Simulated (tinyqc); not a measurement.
# Undoped gate-all-around wire MOSFET, analytic charge model: several studies

An undoped round wire of radius R under an insulator shell and a surrounding gate; long channel, electrons only, n = ni exp((psi - V)/Vt) with V the quasi-Fermi potential (0 at the source, Vd at the drain), constant mobility, no quantisation. The radial Poisson equation gives n(r) = n(0)/(1 - (1 - b) r^2/R^2)^2 with b = Q0/(Q + Q0). Q is the electron charge per area of the wire surface.

Parameters, values chosen for the exercise; material values those of a made-up semiconductor: temperature T = 273 K; band gap Eg = 0.905 eV; relative permittivity of the semiconductor eps_r = 10.1; conduction-band density of states at T Nc = 2.01e19 cm^-3; valence-band density of states at T Nv = 1.88e19 cm^-3; relative permittivity of the gate insulator eox = 8.95; insulator thickness tox = 5.6 nm; wire radius R = 20 nm; gate work function less that of the intrinsic body dphi = 0.01 V; channel mobility mu = 180 cm^2/(V s); gate length L = 0.2 um; drain voltage Vd = 1 V.

Constants: q = 1.602176634e-19 C, kB = 1.380649e-23 J/K, Vt = kB T/q, eps0 = 8.8541878128e-14 F/cm where lengths are in cm. Results are converted to the units shown.

Each table varies one quantity; the others keep the values above.

## Effect of the insulator thickness

ni = sqrt(Nc Nv) exp(-Eg/(2 Vt)), Eg in volts; Cox = eps0 eox/(R ln(1 + tox/R)); Q0 = 4 eps0 eps_r Vt/R; V0 = dphi + Vt ln[8 eps0 eps_r Vt/(q ni R^2)]. Q solves Vg - V0 - V = Q/Cox + Vt ln(Q/Q0) + Vt ln(1 + Q/Q0). I = mu (2 pi R/L)[2 Vt (Qs - Qd) + (Qs^2 - Qd^2)/(2 Cox) + Vt Q0 ln((Qd + Q0)/(Qs + Q0))], with Qs at V = 0 and Qd at V = Vd.  I(low) is taken at Vg = 0.11 V, Qs and I(high) at Vg = 0.86 V.

The same in every row: V0 (V) = 0.3612.

Result of one run:
```
tox (nm)  I(low) (nA)  Qs(high) (nC/cm^2)  I(high) (uA)
1.9          0.002576                1448         34.45
```

What becomes of these results when the insulator thickness tox is changed from 1.9 to 17 nm, all else the same?

Result of the changed run:
```
tox (nm)  I(low) (nA)  Qs(high) (nC/cm^2)  I(high) (uA)
17           0.002576               263.4         7.272
```

The whole series:
```
tox (nm)  I(low) (nA)  Qs(high) (nC/cm^2)  I(high) (uA)
1.9          0.002576                1448         34.45
2.7          0.002576                1080         26.46
3.9          0.002576               798.6         20.13
5.6          0.002576               597.6         15.46
8.1          0.002576               448.9         11.89
12           0.002576               335.7         9.102
17           0.002576               263.4         7.272
```

As tox goes from 1.9 to 17 nm, I(low) stays near 0.00258 nA and I(high) falls from 34.5 to 7.27 uA. On average I(low) is independent of tox and I(high) goes as tox^(-0.71). Below threshold no voltage drops over the insulator in this long-channel model, so its thickness does not matter there. In every row the surface density at the source at the higher gate voltage passes 0.3 Nc, where Boltzmann statistics fail. In every row mu V/L at the higher gate voltage, with V the smaller of Vd and Vg - V0, passes 3e6 cm/s, so velocity saturation would lower the current.

## Effect of the wire radius

Same model as above.

Results:
```
R (nm)  V0 (V)  I(low) (nA)  Qs(high) (nC/cm^2)  I(high) (uA)
6.7     0.4127     2.891e-4               705.3         5.886
9.3     0.3973     5.570e-4               661.8         7.772
13      0.3815     0.001088               628.4         10.44
26      0.3489     0.004354               584.0         19.75
36      0.3336     0.008346               571.1         26.91
50      0.3181      0.01610               561.6         36.94
```

Estimate the missing row, R = 18 nm.

Computed row:
```
R (nm)  V0 (V)  I(low) (nA)  Qs(high) (nC/cm^2)  I(high) (uA)
18      0.3662     0.002087               604.0         14.02
```

With this row back in the table: As R goes from 6.7 to 50 nm, I(low) rises from 2.89e-4 to 0.0161 nA and I(high) rises from 5.89 to 36.9 uA. On average I(low) goes as R^(2.00) and I(high) goes as R^(0.91). Below threshold the charge is proportional to the cross-section of the body; above it the insulator sets the charge. In every row the surface density at the source at the higher gate voltage passes 0.3 Nc, where Boltzmann statistics fail. In every row mu V/L at the higher gate voltage, with V the smaller of Vd and Vg - V0, passes 3e6 cm/s, so velocity saturation would lower the current. At R = 50 nm L is under three scale lengths of this cross-section, so short-channel effects, left out here, would raise the subthreshold current.

## Transfer curve and volume inversion

I = mu (2 pi R/L)[2 Vt (Qs - Qd) + (Qs^2 - Qd^2)/(2 Cox) + Vt Q0 ln((Qd + Q0)/(Qs + Q0))], with Qs at V = 0 and Qd at V = Vd. The drop is psi(surface) - psi(centre) at the source end; C = dQs/dVg, Cg = Cox, drop = 2 Vt ln(1 + Qs/Q0); gm = dI/dVg.

Transfer curve and volume inversion:
```
Vg (V)  Qs (nC/cm^2)  drop (mV)      C/Cg    I (uA)  gm/I (1/V)
0.06        1.156e-4   1.293e-4  3.061e-6  3.076e-7       42.51
0.21         0.06770    0.07564  0.001787  1.804e-4       42.44
0.36           17.63      16.47    0.2650   0.06560       30.40
0.51           138.7      68.59    0.6752     1.252       12.52
0.66           321.3      101.4    0.8187     5.107       7.117
0.81           526.6      122.5    0.8786     12.28       4.850
0.96           742.2      137.6    0.9099     23.03       3.645
1.11           963.7      149.3    0.9287     37.49       2.907
1.26            1189      158.8    0.9412     55.75       2.411
```

What does the comparison show?

The current rises from 3.08e-7 to 55.7 uA. In the first row gm/I is 42.5 1/V, within 0.01 % of 1/Vt: with no depletion charge the whole body follows the gate, and the swing is ideal. The drop between surface and centre goes from 1.3e-4 to 159 mV and passes Vt at Vg = 0.51 V among the rows; below that the density varies across the body by less than a factor of e (volume inversion). C reaches 0.94 of Cg in the last row. For Vg = 0.66 to 1.26 V the surface density at the source passes 0.3 Nc, where Boltzmann statistics fail. For Vg = 0.81 to 1.26 V mu V/L, with V the smaller of Vd and Vg - V0, passes 3e6 cm/s, so velocity saturation would lower the current.

Computed by the program tinyqc: `OMP_NUM_THREADS=1 python tinyqc.py 2460080 2460081 out.jsonl`, one thread of a shared Intel Xeon 2.30GHz, about 0.02 s for the whole run.
